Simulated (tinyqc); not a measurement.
From results back to parameters: free and nearly free electrons in a metal. Five cases, with inputs chosen for the exercise.

Problem. A free-electron metal with 4 atoms in the cubic cell and z electrons an atom has EF = c kF^2/m, (hbar omega_p)^2 = 8 pi c (e^2/(4 pi eps0)) n/m and kF = (3 pi^2 n)^(1/3), c = hbar^2/2m0.

Constants: hbar^2/2m0 = 3.80998211 eV angstrom^2; e^2/(4 pi eps0) = 14.39964547 eV angstrom.

Find: kF; m; z.

Method. (hbar omega_p)^2/EF = (8/(3 pi)) (e^2/(4 pi eps0)) kF gives kF; EF then gives m, and n = kF^3/(3 pi^2) gives z.

Case 1.

Values chosen (out of a larger set: near those of Ag, whose d bands this model ignores; not measured data): a = 4.062 angstrom (fcc lattice constant).

EF = 5.56883 eV
hbar omega_p = 9.07146 eV

Solution.

kF = 1.2090 1/angstrom
m = 1.00 m0
z = 1.00

Case 2.

Values chosen (out of a larger set: near those of Au, whose d bands this model ignores; not measured data): a = 4.111 angstrom (fcc lattice constant).

EF = 5.49178 eV
hbar omega_p = 8.95465 eV

Solution.

kF = 1.1946 1/angstrom
m = 0.99 m0
z = 1.00

Case 3.

Values chosen (out of a larger set: near those of Ca; not measured data): a = 5.538 angstrom (fcc lattice constant).

EF = 4.75581 eV
hbar omega_p = 8.05885 eV

Solution.

kF = 1.1173 1/angstrom
m = 1.00 m0
z = 2.00

Case 4.

Values chosen (out of a larger set: near those of Cu, whose d bands this model ignores; not measured data): a = 3.625 angstrom (fcc lattice constant).

EF = 6.99242 eV
hbar omega_p = 10.76032 eV

Solution.

kF = 1.3547 1/angstrom
m = 1.00 m0
z = 1.00

Case 5.

Values chosen (out of a larger set: near those of Ag, whose d bands this model ignores; not measured data): a = 4.048 angstrom (fcc lattice constant).

EF = 5.60741 eV
hbar omega_p = 9.11857 eV

Solution.

kF = 1.2132 1/angstrom
m = 1.00 m0
z = 1.00

Computed by tinyqc, one run a case: `OMP_NUM_THREADS=1 python tinyqc.py N N+1 out.jsonl` with N = 1682002, 1682015, 1682028, 1682156, 1682219; one thread of a shared Intel(R) Xeon(R) Processor @ 2.30GHz, about 0.01 s a run at most.
